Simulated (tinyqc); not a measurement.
MP2 on RHF in the sto-3g basis, frozen core, for BeH2, spin multiplicity 1, step by step. Computed by tinyqc, a small Python program that keeps every step (integrals from PySCF). Settings: charge = 0, multiplicity = 1, basis = sto-3g, method = RHF, frozen orbitals = 1, energy threshold = 1e-10, iteration cap = 55, orthogonalisation = symmetric, start = atomic densities, DIIS depth = 6. Command: `OMP_NUM_THREADS=1 python tinyqc.py 29062 29063 out.jsonl` (the two numbers bound the seeds that draw the settings). One thread of a shared host (Intel(R) Xeon(R) Processor @ 2.60GHz), about 0.1 s of CPU time with the checks. The early iterations of the SCF are left out here.

## One-electron integrals

Geometry (angstrom):
```
atom       x        y       z
Be    0.0000   0.0000  0.0000
H     0.0000   1.2600  0.0850
H     0.0000  -1.2700  0.0850
```

Basis sto-3g: exponents (1/bohr^2) and contraction coefficients of normalised primitives:
```
element  l (shell)  exponent  coefficient
Be           s (1)   30.1679       0.1543
Be           s (1)    5.4951       0.5353
Be           s (1)    1.4872       0.4446
Be           s (2)    1.3148      -0.1000
Be           s (2)    0.3055       0.3995
Be           s (2)    0.0994       0.7001
Be           p (3)    1.3148       0.1559
Be           p (3)    0.3055       0.6077
Be           p (3)    0.0994       0.3920
H            s (1)    3.4253       0.1543
H            s (1)    0.6239       0.5353
H            s (1)    0.1689       0.4446
```

Overlap, kinetic and nuclear-attraction integrals over the contracted functions; the nuclear repulsion is the sum of Za Zb / Rab.

nuclear repulsion = 3.548258 hartree

overlap S, lower triangle:
```
         1Be 1s  1Be 2s  1Be 2px  1Be 2py  1Be 2pz   2H 1s   3H 1s
1Be 1s   1.0000
1Be 2s   0.2595  1.0000
1Be 2px  0.0000  0.0000   1.0000
1Be 2py  0.0000  0.0000   0.0000   1.0000
1Be 2pz  0.0000  0.0000   0.0000   0.0000   1.0000
2H 1s    0.0824  0.4915   0.0000   0.5451   0.0368  1.0000
3H 1s    0.0806  0.4874   0.0000  -0.5426   0.0363  0.0468  1.0000
```

kinetic energy T (hartree), lower triangle:
```
          1Be 1s  1Be 2s  1Be 2px  1Be 2py  1Be 2pz    2H 1s   3H 1s
1Be 1s    6.6940
1Be 2s   -0.0330  0.2111
1Be 2px   0.0000  0.0000   0.6606
1Be 2py   0.0000  0.0000   0.0000   0.6606
1Be 2pz   0.0000  0.0000   0.0000   0.0000   0.6606
2H 1s    -0.0166  0.0816   0.0000   0.2200   0.0148   0.7600
3H 1s    -0.0167  0.0800   0.0000  -0.2165   0.0145  -0.0105  0.7600
```

nuclear attraction V (hartree), lower triangle:
```
           1Be 1s   1Be 2s  1Be 2px  1Be 2py  1Be 2pz    2H 1s    3H 1s
1Be 1s   -15.3959
1Be 2s    -2.1159  -3.0818
1Be 2px    0.0000   0.0000  -2.9802
1Be 2py   -0.0003  -0.0012   0.0000  -3.2287
1Be 2pz   -0.0027  -0.0211   0.0000  -0.0001  -2.9813
2H 1s     -0.6737  -1.5027   0.0000  -1.6324  -0.1129  -3.0937
3H 1s     -0.6585  -1.4853   0.0000   1.6190  -0.1111  -0.1659  -3.0814
```

core Hamiltonian H = T + V (hartree), lower triangle:
```
          1Be 1s   1Be 2s  1Be 2px  1Be 2py  1Be 2pz    2H 1s    3H 1s
1Be 1s   -8.7019
1Be 2s   -2.1489  -2.8707
1Be 2px   0.0000   0.0000  -2.3196
1Be 2py  -0.0003  -0.0012   0.0000  -2.5681
1Be 2pz  -0.0027  -0.0211   0.0000  -0.0001  -2.3208
2H 1s    -0.6903  -1.4210   0.0000  -1.4124  -0.0981  -2.3337
3H 1s    -0.6752  -1.4054   0.0000   1.4025  -0.0967  -0.1763  -2.3214
```

## Two-electron integrals

Functions are numbered as in S; the eight-fold symmetry (ij|kl) = (ji|kl) = (kl|ij) leaves the list below.

Two-electron integrals (ij|kl) in chemists' order, unique and non-zero (hartree):
```
(11|11) 2.2988      (21|11) 0.3920      (21|21) 0.0795      (22|11) 0.5710
(22|21) 0.1430      (22|22) 0.4177      (31|31) 0.0146      (32|31) 0.0219
(32|32) 0.0923      (33|11) 0.5696      (33|21) 0.1431      (33|22) 0.4176
(33|33) 0.4499      (41|41) 0.0146      (42|41) 0.0219      (42|42) 0.0923
(43|43) 0.0242      (44|11) 0.5696      (44|21) 0.1431      (44|22) 0.4176
(44|33) 0.4014      (44|44) 0.4499      (51|51) 0.0146      (52|51) 0.0219
(52|52) 0.0923      (53|53) 0.0242      (54|54) 0.0242      (55|11) 0.5696
(55|21) 0.1431      (55|22) 0.4176      (55|33) 0.4014      (55|44) 0.4014
(55|55) 0.4499      (61|11) 0.1236      (61|21) 0.0250      (61|22) 0.0453
(61|33) 0.0449      (61|41) 0.0023      (61|42) 0.0042      (61|44) 0.0460
(61|51) 1.53e-04    (61|52) 2.83e-04    (61|54) 6.90e-05    (61|55) 0.0449
(61|61) 0.0083      (62|11) 0.2499      (62|21) 0.0633      (62|22) 0.1954
(62|33) 0.1886      (62|41) 0.0083      (62|42) 0.0469      (62|44) 0.2088
(62|51) 0.0006      (62|52) 0.0032      (62|54) 0.0014      (62|55) 0.1887
(62|61) 0.0220      (62|62) 0.1269      (63|31) 0.0064      (63|32) 0.0284
(63|43) 0.0086      (63|53) 0.0006      (63|63) 0.0132      (64|11) 0.2509
(64|21) 0.0644      (64|22) 0.2088      (64|33) 0.1965      (64|41) 0.0137
(64|42) 0.0738      (64|44) 0.2331      (64|51) 4.95e-04    (64|52) 0.0031
(64|54) 0.0019      (64|55) 0.1966      (64|61) 0.0236      (64|62) 0.1555
(64|64) 0.1992      (65|11) 0.0169      (65|21) 0.0043      (65|22) 0.0141
(65|33) 0.0133      (65|41) 4.95e-04    (65|42) 0.0031      (65|44) 0.0146
(65|51) 0.0064      (65|52) 0.0286      (65|54) 0.0087      (65|55) 0.0144
(65|61) 0.0016      (65|62) 0.0105      (65|64) 0.0126      (65|65) 0.0140
(66|11) 0.4137      (66|21) 0.1067      (66|22) 0.3645      (66|33) 0.3383
(66|41) 0.0181      (66|42) 0.1252      (66|44) 0.4164      (66|51) 0.0012
(66|52) 0.0084      (66|54) 0.0053      (66|55) 0.3386      (66|61) 0.0384
(66|62) 0.2895      (66|64) 0.3794      (66|65) 0.0256      (66|66) 0.7746
(71|11) 0.1209      (71|21) 0.0245      (71|22) 0.0443      (71|33) 0.0440
(71|41) -0.0022     (71|42) -0.0041     (71|44) 0.0450      (71|51) 1.48e-04
(71|52) 2.74e-04    (71|54) -6.70e-05   (71|55) 0.0440      (71|61) 0.0074
(71|62) 0.0181      (71|64) 0.0176      (71|65) 0.0013      (71|66) 0.0299
(71|71) 0.0079      (72|11) 0.2468      (72|21) 0.0625      (72|22) 0.1934
(72|33) 0.1866      (72|41) -0.0082     (72|42) -0.0466     (72|44) 0.2066
(72|51) 0.0005      (72|52) 0.0031      (72|54) -0.0013     (72|55) 0.1867
(72|61) 0.0183      (72|62) 0.0712      (72|64) 0.0678      (72|65) 0.0058
(72|66) 0.1219      (72|71) 0.0212      (72|72) 0.1246      (73|31) 0.0063
(73|32) 0.0280      (73|43) -0.0085     (73|53) 0.0006      (73|63) 0.0061
(73|73) 0.0128      (74|11) -0.2487     (74|21) -0.0638     (74|22) -0.2073
(74|33) -0.1951     (74|41) 0.0136      (74|42) 0.0732      (74|44) -0.2314
(74|51) -4.86e-04   (74|52) -0.0030     (74|54) 0.0019      (74|55) -0.1952
(74|61) -0.0178     (74|62) -0.0682     (74|64) -0.0609     (74|65) -0.0054
(74|66) -0.1133     (74|71) -0.0229     (74|72) -0.1532     (74|74) 0.1968
(75|11) 0.0166      (75|21) 0.0043      (75|22) 0.0139      (75|33) 0.0131
(75|41) -4.86e-04   (75|42) -0.0030     (75|44) 0.0144      (75|51) 0.0063
(75|52) 0.0282      (75|54) -0.0086     (75|55) 0.0142      (75|61) 0.0013
(75|62) 0.0058      (75|64) 0.0054      (75|65) 0.0066      (75|66) 0.0102
(75|71) 0.0015      (75|72) 0.0103      (75|74) -0.0123     (75|75) 0.0137
(76|11) 0.0301      (76|21) 0.0074      (76|22) 0.0207      (76|33) 0.0204
(76|41) -3.14e-06   (76|42) -2.43e-05   (76|44) 0.0214      (76|51) 1.25e-04
(76|52) 0.0006      (76|54) -7.28e-07   (76|55) 0.0204      (76|61) 0.0024
(76|62) 0.0099      (76|64) 0.0108      (76|65) 0.0009      (76|66) 0.0191
(76|71) 0.0023      (76|72) 0.0099      (76|74) -0.0108     (76|75) 0.0009
(76|76) 0.0011      (77|11) 0.4106      (77|21) 0.1059      (77|22) 0.3629
(77|33) 0.3367      (77|41) -0.0179     (77|42) -0.1247     (77|44) 0.4146
(77|51) 0.0012      (77|52) 0.0083      (77|54) -0.0052     (77|55) 0.3371
(77|61) 0.0304      (77|62) 0.1228      (77|64) 0.1135      (77|65) 0.0103
(77|66) 0.2091      (77|71) 0.0373      (77|72) 0.2866      (77|74) -0.3768
(77|75) 0.0252      (77|76) 0.0191      (77|77) 0.7746
```

## Orthogonalisation

S = U s U^T; symmetric (Loewdin) form X = U s^(-1/2) U^T, so that X^T S X = 1.

eigenvalues of S: 0.2071  0.3114  0.9265  1.0000  1.0044  1.7460  1.8046

X, lower triangle:
```
          1Be 1s   1Be 2s  1Be 2px  1Be 2py  1Be 2pz    2H 1s   3H 1s
1Be 1s    1.0281
1Be 2s   -0.1523   1.3044
1Be 2px   0.0000   0.0000   1.0000
1Be 2py   0.0002   0.0041   0.0000   1.4552
1Be 2pz  -0.0012   0.0204   0.0000   0.0004   1.0015
2H 1s     0.0145  -0.3546   0.0000  -0.5120  -0.0262   1.3731
3H 1s     0.0151  -0.3474   0.0000   0.5063  -0.0255  -0.1299  1.3651
```

## Iteration 7 (converged): orbitals

converged F (hartree), lower triangle:
```
          1Be 1s   1Be 2s  1Be 2px  1Be 2py  1Be 2pz    2H 1s    3H 1s
1Be 1s   -4.5141
1Be 2s   -1.2881  -0.6464
1Be 2px   0.0000   0.0000   0.2101
1Be 2py  -0.0001  -0.0016   0.0000  -0.2658
1Be 2pz   0.0014  -0.0174   0.0000  -0.0003   0.2085
2H 1s    -0.4199  -0.4482   0.0000  -0.3430  -0.0190  -0.3483
3H 1s    -0.4108  -0.4440   0.0000   0.3417  -0.0187  -0.0672  -0.3433
```

Diagonalise F' = X^T F X, C = X C', fill 3 alpha and 3 beta electrons from the bottom; D = 2 C_occ C_occ^T. Each column has its largest component positive (the first on a tie).

F' = X^T F X (hartree), lower triangle:
```
         1        2       3        4        5        6       7
1  -4.4048
2  -0.6811  -0.0667
3   0.0000   0.0000  0.2101
4   0.0009   0.0020  0.0000   0.3073
5   0.0024   0.0080  0.0000   0.0001   0.2105
6  -0.0858  -0.3588  0.0000  -0.5165  -0.0243   0.1315
7  -0.0814  -0.3541  0.0000   0.5131  -0.0238  -0.1512  0.1289
```

orbital energies (hartree): MO1 -4.5176, MO2 -0.4686, MO3 -0.4338, MO4 0.2081, MO5 0.2101, MO6 0.4961, MO7 1.0226

coefficients C:
```
             MO1      MO2      MO3      MO4     MO5      MO6      MO7
1Be 1s    0.9917  -0.2298   0.0060   0.0271  0.0000  -0.2087  -0.0007
1Be 2s    0.0315   0.5410  -0.0164  -0.1262  0.0000   1.2889   0.0171
1Be 2px   0.0000   0.0000   0.0000   0.0000  1.0000   0.0000   0.0000
1Be 2py   0.0000   0.0143   0.5060  -0.0002  0.0000  -0.0068   1.5427
1Be 2pz  -0.0001   0.0163  -0.0003   0.9923  0.0000   0.1411   0.0016
2H 1s    -0.0020   0.4070   0.3877   0.0494  0.0000  -0.8516  -1.1169
3H 1s    -0.0021   0.3842  -0.4107   0.0496  0.0000  -0.8603   1.0952
```

D after iteration 7, lower triangle:
```
          1Be 1s   1Be 2s  1Be 2px  1Be 2py  1Be 2pz    2H 1s   3H 1s
1Be 1s    2.0728
1Be 2s   -0.1863   0.5879
1Be 2px   0.0000   0.0000   0.0000
1Be 2py  -0.0005  -0.0012   0.0000   0.5124
1Be 2pz  -0.0076   0.0177   0.0000   0.0002   0.0005
2H 1s    -0.1863   0.4275   0.0000   0.4040   0.0131   0.6319
3H 1s    -0.1858   0.4290   0.0000  -0.4046   0.0128  -0.0058  0.6325
```

## Convergence

Stop when the energy changes by less than 1e-10 hartree and every element of the error matrix X^T (F D S - S D F) X is below 3e-06.

Course of the cycle:
```
iteration  E (hartree)     change  largest element of the error matrix
1           -15.455211          -                             4.51e-01
2           -15.546988  -9.18e-02                             9.65e-02
3           -15.559845  -1.29e-02                             1.49e-02
4           -15.560307  -4.62e-04                             5.06e-04
5           -15.560308  -9.72e-07                             1.14e-04
6           -15.560308  -3.88e-08                             2.51e-06
7           -15.560308  -1.04e-11                             3.23e-07
```

PySCF RHF in the same basis = -15.560308 hartree

Converged in 7 iterations.

## Integrals over molecular orbitals

(pq|rs) = sum C_ip C_jq C_kr C_ls (ij|kl), one index at a time.

one-electron integrals over orbitals h = C^T H C (hartree), lower triangle:
```
         1        2        3        4        5        6        7
1  -8.6902
2   0.2320  -2.5165
3  -0.0062  -0.0023  -2.4820
4  -0.0298  -0.0002  -0.0002  -2.3170
5   0.0000   0.0000   0.0000   0.0000  -2.3196
6   0.1851  -0.1479   0.0083  -0.0300   0.0000  -1.9193
7   0.0004  -0.0062  -0.2632  -0.0001   0.0000   0.0012  -1.7688
```

Two-electron integrals over orbitals (pq|rs), unique and non-zero (hartree); the lowest 1 orbital is frozen and left out:
```
(22|22) 0.4067      (32|22) 0.0102      (32|32) 0.1649      (33|22) 0.4188
(33|32) -0.0085     (33|33) 0.4427      (42|22) 0.0071      (42|32) 1.44e-04
(42|33) 0.0063      (42|42) 0.0500      (43|22) 1.75e-04    (43|32) 0.0062
(43|33) -0.0005     (43|42) -0.0009     (43|43) 0.0157      (44|22) 0.3730
(44|32) 9.40e-05    (44|33) 0.3620      (44|42) -0.0138     (44|43) 4.41e-04
(44|44) 0.4514      (52|52) 0.0502      (53|52) -0.0009     (53|53) 0.0153
(54|52) -0.0052     (54|53) 1.50e-04    (54|54) 0.0247      (55|22) 0.3740
(55|32) 8.53e-05    (55|33) 0.3623      (55|42) -0.0037     (55|43) 1.47e-04
(55|44) 0.4012      (55|55) 0.4499      (62|22) -0.0275     (62|32) -0.0031
(62|33) -0.0498     (62|42) -0.0012     (62|43) -4.05e-05   (62|44) 0.0458
(62|55) 0.0473      (62|62) 0.0763      (63|22) -0.0050     (63|32) -0.0955
(63|33) 0.0068      (63|42) -2.79e-05   (63|43) -0.0051     (63|44) -0.0021
(63|55) -0.0021     (63|62) -0.0008     (63|63) 0.0829      (64|22) 0.0030
(64|32) 3.75e-05    (64|33) -0.0008     (64|42) 0.0454      (64|43) -0.0014
(64|44) -0.0043     (64|55) 0.0028      (64|62) 0.0110      (64|63) -4.35e-04
(64|64) 0.0489      (65|52) 0.0473      (65|53) -0.0014     (65|54) -0.0037
(65|65) 0.0507      (66|22) 0.4039      (66|32) -0.0014     (66|33) 0.4144
(66|42) 0.0152      (66|43) -0.0005     (66|44) 0.3689      (66|55) 0.3714
(66|62) -0.0360     (66|63) 0.0023      (66|64) 0.0099      (66|66) 0.4200
(72|22) -0.0034     (72|32) -0.0461     (72|33) 0.0012      (72|42) -4.79e-04
(72|43) -0.0066     (72|44) 0.0015      (72|55) 0.0015      (72|62) 0.0038
(72|63) 0.0606      (72|64) 1.18e-04    (72|66) -0.0006     (72|72) 0.0565
(73|22) -0.0088     (73|32) 4.10e-05    (73|33) -0.0234     (73|42) -0.0097
(73|43) 4.51e-04    (73|44) 0.0555      (73|55) 0.0553      (73|62) 0.0707
(73|63) -0.0038     (73|64) 0.0031      (73|66) -0.0296     (73|72) 0.0015
(73|73) 0.0812      (74|22) -0.0009     (74|32) -0.0166     (74|33) 0.0009
(74|42) 0.0007      (74|43) 0.0133      (74|44) -6.60e-05   (74|55) -4.56e-06
(74|62) 3.27e-04    (74|63) 0.0096      (74|64) 2.38e-04    (74|66) 2.60e-04
(74|72) 0.0023      (74|73) 4.05e-05    (74|74) 0.0183      (75|52) 0.0008
(75|53) 0.0138      (75|54) -3.24e-05   (75|65) 2.67e-04    (75|75) 0.0163
(76|22) 0.0082      (76|32) 0.1420      (76|33) -0.0083     (76|42) 2.87e-04
(76|43) 0.0072      (76|44) 6.60e-05    (76|55) 9.33e-05    (76|62) -0.0024
(76|63) -0.0961     (76|64) 2.12e-04    (76|66) -0.0018     (76|72) -0.0583
(76|73) 0.0007      (76|74) -0.0143     (76|76) 0.1400      (77|22) 0.4359
(77|32) 0.0026      (77|33) 0.4549      (77|42) 0.0011      (77|43) 9.39e-05
(77|44) 0.3952      (77|55) 0.3945      (77|62) -0.0425     (77|63) -3.60e-04
(77|64) -0.0047     (77|66) 0.4421      (77|72) -0.0021     (77|73) -0.0162
(77|74) -1.95e-04   (77|76) 0.0016      (77|77) 0.4979
```

## Second-order Moller-Plesset energy

Hartree-Fock energy = -15.560308 hartree

E2 = sum_ijab (ia|jb) [2 (ia|jb) - (ib|ja)] / (e_i + e_j - e_a - e_b) over occupied i, j and virtual a, b; the opposite-spin part is (ia|jb)^2 / denominator, the rest is same-spin, and SCS-MP2 scales them by 6/5 and 1/3.

Terms:
```
i  j  a  b    (ia|jb)    (ib|ja)  denominator       term
3  3  6  6     0.0829     0.0829      -1.8596    -0.0037
2  2  6  6     0.0763     0.0763      -1.9293    -0.0030
2  3  6  7     0.0707     0.0606      -2.4210    -0.0024
3  2  7  6     0.0707     0.0606      -2.4210    -0.0024
3  3  7  7     0.0812     0.0812      -2.9126    -0.0023
2  2  5  5     0.0502     0.0502      -1.3573    -0.0019
2  2  4  4     0.0500     0.0500      -1.3535    -0.0019
3  2  6  7     0.0606     0.0707      -2.4210    -0.0013
2  3  7  6     0.0606     0.0707      -2.4210    -0.0013
2  2  7  7     0.0565     0.0565      -2.9823    -0.0011
3  3  4  4     0.0157     0.0157      -1.2838  -1.92e-04
3  3  5  5     0.0153     0.0153      -1.2877  -1.82e-04
2  3  4  7    -0.0097    -0.0066      -2.1331  -5.87e-05
3  2  7  4    -0.0097    -0.0066      -2.1331  -5.87e-05
3  3  4  6    -0.0051    -0.0051      -1.5717  -1.65e-05
3  3  6  4    -0.0051    -0.0051      -1.5717  -1.65e-05
3  2  4  7    -0.0066    -0.0097      -2.1331  -1.06e-05
2  3  7  4    -0.0066    -0.0097      -2.1331  -1.06e-05
2  2  7  6     0.0038     0.0038      -2.4558  -6.03e-06
2  2  6  7     0.0038     0.0038      -2.4558  -6.03e-06
3  3  6  7    -0.0038    -0.0038      -2.3861  -6.02e-06
3  3  7  6    -0.0038    -0.0038      -2.3861  -6.02e-06
2  2  6  4    -0.0012    -0.0012      -1.6414  -8.21e-07
2  2  4  6    -0.0012    -0.0012      -1.6414  -8.21e-07
3  2  7  7     0.0015     0.0015      -2.9475  -7.22e-07
2  3  7  7     0.0015     0.0015      -2.9475  -7.22e-07
2  3  5  5    -0.0009    -0.0009      -1.3225  -6.60e-07
3  2  5  5    -0.0009    -0.0009      -1.3225  -6.60e-07
3  2  4  4    -0.0009    -0.0009      -1.3187  -6.48e-07
2  3  4  4    -0.0009    -0.0009      -1.3187  -6.48e-07
3  2  6  6    -0.0008    -0.0008      -1.8945  -3.23e-07
2  3  6  6    -0.0008    -0.0008      -1.8945  -3.23e-07
2  2  7  4  -4.79e-04  -4.79e-04      -2.1679  -1.06e-07
2  2  4  7  -4.79e-04  -4.79e-04      -2.1679  -1.06e-07
3  3  4  7   4.51e-04   4.51e-04      -2.0982  -9.69e-08
3  3  7  4   4.51e-04   4.51e-04      -2.0982  -9.69e-08
2  3  6  4  -4.05e-05  -2.79e-05      -1.6066  -1.34e-09
3  2  4  6  -4.05e-05  -2.79e-05      -1.6066  -1.34e-09
3  2  6  4  -2.79e-05  -4.05e-05      -1.6066  -2.66e-10
2  3  4  6  -2.79e-05  -4.05e-05      -1.6066  -2.66e-10
```

Pair energies (hartree; pair i-j sums ij and ji):
```
pair  opposite spin  same spin
2-2         -0.0078          0
3-2         -0.0073  -9.28e-05
3-3         -0.0064          0
```

MP2 correlation energy = -0.021578 hartree

SCS-MP2 correlation energy = -0.025813 hartree

MP2 total energy = -15.581886 hartree
